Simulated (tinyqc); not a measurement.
Plain band against climbing image: nudged elastic band on a two-dimensional model surface. Computed by tinyqc, a small Python program. Command: `OMP_NUM_THREADS=1 python tinyqc.py 3003380 3003381 out.jsonl neb walk`. One thread of a shared host (Intel(R) Xeon(R) Processor @ 2.30GHz), about 0.1 s of CPU time with the checks.

V(x, y) = -A (cos kx + cos ky) - B cos kx cos ky + (C sin ky + S sin kx)(1 - cos kx), k = 2 pi/a; the atom hops from the minimum at (0, 0) to that at (a, 0).

Inputs (values chosen for the exercise, for a model surface):

| quantity | value | unit |
|---|---|---|
| amplitude A | 0.37 | eV |
| amplitude B | 0.073 | eV |
| skew C | 0.09 | eV |
| asymmetry S | -0.032 | eV |
| period a | 3.7 | angstrom |
| spring constant k_s | 0.31 | eV/angstrom^2 |
| step factor eta | 0.35 | angstrom^2/eV |

Surface: adatom on a square lattice. Climbing image: on.

Method:
- Newton steps x(new) = x - H^-1 grad V (moves limited to 0.3 angstrom) from (0, 0), (a, 0) and (a/2, 0) give the two minima and the saddle.
- Tangent at image i: towards the higher neighbour if the energies rise or fall through i; at a maximum or minimum, tau = t+ dmax + t- dmin if V(i+1) > V(i-1), else t+ dmin + t- dmax, with t+ = R(i+1) - R(i), t- = R(i) - R(i-1) and dmax, dmin the larger and smaller of |V(i+1) - V(i)| and |V(i-1) - V(i)|; then normalise. Force F = -grad V + (grad V.tau) tau + k_s (|t+| - |t-|) tau.
- With a climbing image, the highest image feels instead F = -grad V + 2 (grad V.tau) tau and no spring.
- Update R(new) = R + eta F; the end points stay fixed.
- Images are counted without the end points, and convergence is judged on the largest force on an image. Each run starts on the straight line with the same k_s and eta, for at most 1500 iterations; errors are against the Newton saddle; a dash marks a run that did not reach 1e-4 eV/angstrom.

positions (angstrom):
```
              x         y
start   0.00000   0.00000
end     3.70000   0.00000
saddle  1.94484  -0.31834
```

energies (eV): start -0.813000, end -0.813000, saddle 0.027913

barrier from the start = 0.840913 eV

Error of the highest image (meV) and iterations:

| images | plain, error | plain, iterations | climbing, error | climbing, iterations |
|---|---|---|---|---|
| 2 | -165.688 | 19 | 0 | 34 |
| 3 | -5.168 | 21 | 0 | 29 |
| 4 | -47.688 | 21 | 0 | 56 |
| 5 | -5.153 | 31 | 0 | 49 |
| 6 | -18.268 | 37 | 0 | 83 |
| 8 | -7.886 | 52 | 0 | 104 |
| 10 | -3.522 | 67 | 0 | 121 |

The plain band underestimates the barrier by 3.52 to 165.69 meV, depending on how near an image falls to the saddle (worst for 2 images, best for 10). The climbing image is within about 0.001 meV in every converged run, so few images suffice for the barrier.

Extremes, crossings and ranges named in words are read from the listed rows.
